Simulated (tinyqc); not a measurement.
The integration grid: Kohn-Sham R2SCAN on finer and finer grids in the sto-3g basis, for H4, spin multiplicity 1. Computed by the program tinyqc with PySCF. Self-consistent on each grid; the net force on the molecule should vanish.

Geometry (angstrom):
```
atom       x       y       z
H     0.0000  0.0000  0.0000
H     0.0000  0.0000  0.9270
H     0.0000  0.0000  2.4300
H     0.0000  0.0000  3.3570
```

Kohn-Sham energy on Becke grids (radial x angular points per atom):
```
grid       points  residual of the electron count  E (hartree)  E - finest (mhartree)  largest net force without grid terms (hartree/bohr)
10 x 14       540                        2.96e-02     -2.27344              -10.24281                                             2.22e-16
15 x 26      1533                       -1.56e-03     -2.26616               -2.95774                                             2.22e-16
20 x 50      3963                        2.39e-04     -2.26337               -0.16597                                             6.66e-16
30 x 86     10261                        4.15e-05     -2.26324               -0.04232                                             9.98e-17
50 x 194    38705                       -2.52e-07     -2.26320                0.00087                                             1.11e-16
75 x 302    90456                       -7.17e-10     -2.26320               -0.00007                                             1.97e-16
120 x 590  282627                       -7.07e-11     -2.26320                0.00000                                             2.45e-16
```

What does the comparison show, and why?

The energy is within 0.1 mhartree of the finest grid first at 30 x 86. The error has both signs, since quadrature is not variational. The net force vanishes by symmetry here, so only the electron count signals a poor grid.
